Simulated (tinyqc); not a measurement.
Strain and the order of the valence edges: six-band k.p model of the valence band of a wurtzite crystal.

At k = 0: E1 = D1c + D2c + Te + Le (pure HH); E2, E3 = Le + u +/- sqrt(u^2 + 2 D3c^2), u = (D1c - D2c + Te)/2, D1c = Dcr, D2c = D3c = Dso/3. The weight of LH in state 2 is fL = (E2 - Le)^2/((E2 - Le)^2 + 2 D3c^2). Relative strengths of transitions to the conduction band: for E perpendicular to c (TE) 1/2, fL/2, (1 - fL)/2; for E along c (TM) 0, 1 - fL, fL, with one momentum element for both directions.

Strain of a c-plane layer: exx = eyy = e_par, ezz = -2 (C13/C33) e_par; Le = D1 ezz + D2 (exx + eyy), Te = D3 ezz + D4 (exx + eyy).

Conduction edge: Ec = (top of the unstrained valence band) + Eg + (a1 + D1) ezz + (a2 + D2)(exx + eyy).
Constants: kB = 8.617333262e-05 eV/K.

Inputs chosen for the exercise (near those of AlGaN; the results hold for these values, not for the real material):

| symbol | value | unit | meaning |
|---|---|---|---|
| Dcr | -0.0918 | eV | crystal-field splitting |
| Dso | 0.0182 | eV | spin-orbit splitting |
| Eg | 5.193 | eV | direct gap at Gamma from the top of the unstrained valence band |
| a1 | -4.04 | eV | gap potential along c |
| a2 | -11.56 | eV | gap potential in the plane |
| D1 | -12.21 | eV |  |
| D2 | 6.65 | eV |  |
| D3 | 8.6 | eV |  |
| D4 | -3.94 | eV |  |
| C13 | 105 | GPa |  |
| C33 | 394 | GPa |  |
| T | 400 | K | temperature |

Edges from the unstrained top. Degree of polarisation (TE - TM)/(TE + TM), each state weighted by exp(E/kT) alone (equal densities of states).

Results:

| e_par (%) | E1 (meV) | E2 (meV) | E3 (meV) | fL | lowest transition (eV) | polarisation |
|---|---|---|---|---|---|---|
| -0.80 | -145.2 | -149.7 | -166.9 | 0.553 | 5.3475 | 0.113 |
| -0.60 | -130.5 | -116.8 | -145.5 | 0.099 | 5.3167 | -0.239 |
| -0.40 | -115.9 | -78.5 | -129.5 | 0.029 | 5.2761 | -0.537 |
| 0.00 | -86.5 | 0.0 | -99.4 | 0.008 | 5.1930 | -0.864 |
| 0.20 | -71.8 | 39.5 | -84.5 | 0.005 | 5.1512 | -0.930 |
| 0.40 | -57.1 | 79.0 | -69.7 | 0.003 | 5.1094 | -0.965 |
| 0.60 | -42.4 | 118.5 | -55.0 | 0.002 | 5.0675 | -0.982 |
| 0.80 | -27.7 | 158.1 | -40.2 | 0.002 | 5.0256 | -0.990 |

Give the missing row, e_par (%) = -0.20.

Computed row:
```
e_par (%)  E1 (meV)  E2 (meV)  E3 (meV)     fL  lowest transition (eV)  polarisation
-0.20        -101.2     -39.4    -114.3  0.013                  5.2347        -0.743
```

E1 = E2 requires Dcr + Te = 0, which here falls at e_par = -0.74 %, inside the sweep: state 1 is on top for smaller e_par and state 2 beyond. The polarisation goes from +0.11 to -0.99 and changes sign between -0.80 and -0.60 %; the lowest transition moves by -201 meV per 1 % on average.

Program tinyqc; command `OMP_NUM_THREADS=1 python tinyqc.py 1050733 1050734 out.jsonl`; about 0.01 s on one thread of a shared Intel(R) Xeon(R) Processor @ 2.30GHz.
